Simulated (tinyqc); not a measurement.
Heavy doping: gap narrowing, degeneracy and the minority density: sweeps and comparisons. A value that a table varies takes the place of the one given here.

F_j(eta) = (1/Gamma(j + 1)) integral_0^infinity x^j dx/(1 + exp(x - eta)), which tends to exp(eta) for eta << 0.

Empirical narrowing (Slotboom form, constants chosen for the exercise; published fits of this form give the apparent narrowing, here it is taken as the true one): dEg = E0 [ln(N/N0) + sqrt(ln(N/N0)^2 + C)].

Majority: N = Nc F_1/2(eta), eta the distance of EF beyond the majority band edge in kT. Degeneracy factor gam = F_1/2(eta)/exp(eta). ni0^2 = Nc Nv exp(-Eg/kT); product n p = ni0^2 gam exp(dEg/kT), dEg the true narrowing; apparent narrowing dEa = dEg + kT ln gam; minority density = n p/N.

Bipolar transistor with N as emitter doping: beta = K (N/NB) exp((dEa_B + dG - dEa_E)/kT), dEa_E = dEg(N) + kT ln gam, dEa_B = dEg(NB). For the sweep in T, Nc is scaled as (T/T0)^(3/2) from its value at T0 = T.

Constants: kB = 8.617333262e-05 eV/K.

Parameters, chosen for this exercise (gap and densities of states near those of Si at this temperature; narrowing constants near the fits for Si; not measured data):
- Eg = 1.121 eV (gap)
- Nc = 2.77e+19 1/cm^3 (conduction-band density of states)
- Nv = 1.14e+19 1/cm^3 (valence-band density of states)
- T = 300 K
- E0 = 7.64 meV (narrowing scale)
- N0 = 8.4e+16 1/cm^3 (onset density)
- C = 0.5 (smoothing constant)
- N = 4.7e+18 1/cm^3 (ionised donors, equal to the majority density)
- NB = 6e+17 1/cm^3 (base doping)
- K = 1.1 (ratio (D_B W_E)/(D_E W_B))
- dG = 50 meV (extra narrowing of the base by alloying)

## Narrowing against degeneracy

N takes the values listed; the last column is N over the factor gam exp(dEg/kT), the doping that a simple model would need to give the same minority density.

Results:
```
N (1/cm^3)    eta      gam  dEg (meV)  dEa (meV)  minority (1/cm^3)  effective doping (1/cm^3)
8.0e+16     -5.85    0.999        5.0        5.0                706                   6.59e+16
3.0e+17     -4.52    0.996       20.9       20.8                346                   1.34e+17
8.0e+17     -3.53    0.990       35.3       35.0                225                   2.07e+17
3.0e+18     -2.18    0.962       55.2       54.2                126                   3.69e+17
8.0e+18     -1.14    0.903       70.0       67.4               78.8                   5.90e+17
3.0e+19      0.46    0.686       90.1       80.4               34.7                   1.34e+18
8.0e+19      2.04    0.374      105.1       79.7               12.7                   3.67e+18
2.0e+20      4.32   0.0963      119.1       58.5               2.24                   2.08e+19
6.0e+20      9.31  0.00197      135.8      -25.2             0.0292                   1.59e+21
```

What does this show?

dEg grows steadily to 135.8 meV, while the apparent value peaks at 80.4 meV for N = 3e+19 and falls to -25.2 meV as the Fermi level enters the band (a negative value is not met in measurements: parabolic bands with a fixed mass overstate the filling). N grows by a factor 38 from the third to the sixth row and the effective doping by 6.5: net of degeneracy, narrowing takes away 83 % of the factor gained by heavier doping.

## Current gain against temperature

Gain:
```
T (K)  beta  beta with dG = 0  without narrowing
150    44.4             0.928               8.62
200    29.0              1.59               8.62
250    22.5              2.21               8.62
300    19.1              2.76               8.62
350    17.0              3.23               8.62
400    15.6              3.65               8.62
450    14.5              4.00               8.62
```

dEa_B + dG - dEa_E at T0 = 20.6 meV

What does this show, and why?

beta is 44.4 at 150 K and 14.5 at 450 K, since the net exponent is positive: the gap is narrower in the base. At 300 K narrowing and degeneracy change the gain by a factor 0.32 and alloying the base by 6.92.

## What moves the minority density and the gain

All results formed anew. Each row changes one parameter from the base and keeps the others.

Results:
```
case                  dEg (meV)  dEa (meV)  minority (1/cm^3)  beta
base                      61.97      60.42                102  19.1
N = 9.4e+18 1/cm^3        72.49      69.40               72.5  27.0
E0 = 9.168 meV            74.36      72.81                165  15.0
N0 = 1.68e+17 1/cm^3      51.47      49.92               68.2  19.4
Eg = 1.141 eV             61.97      60.42               47.2  19.1
Nc = 3.6e+19 1/cm^3       61.97      60.77                135  18.8
NB = 1.2e+18 1/cm^3       61.97      60.42                102  14.2
```

What does this show?

The largest shifts from the base row, up to three for each result and ties (the steps differ in size, so this ranks the rows, not the parameters). dEg (meV): E0 +12.39, N +10.52, N0 -10.50; unchanged at the printed digits by Eg, Nc and NB. dEa (meV): E0 +12.39, N0 -10.50, N +8.98; unchanged at the printed digits by Eg and NB. minority (1/cm^3): E0 +63.0, Eg -55.2, N0 -34.2; unchanged at the printed digits by NB. beta: N +7.88, NB -4.84, E0 -4.07; unchanged at the printed digits by Eg.

Computed by tinyqc, a small Python program: `OMP_NUM_THREADS=1 python tinyqc.py 1651454 1651455 out.jsonl` (the numbers bound the seed that draws the inputs); one thread of a shared host (Intel(R) Xeon(R) Processor @ 2.30GHz), about 0.01 s for the whole set of steps.
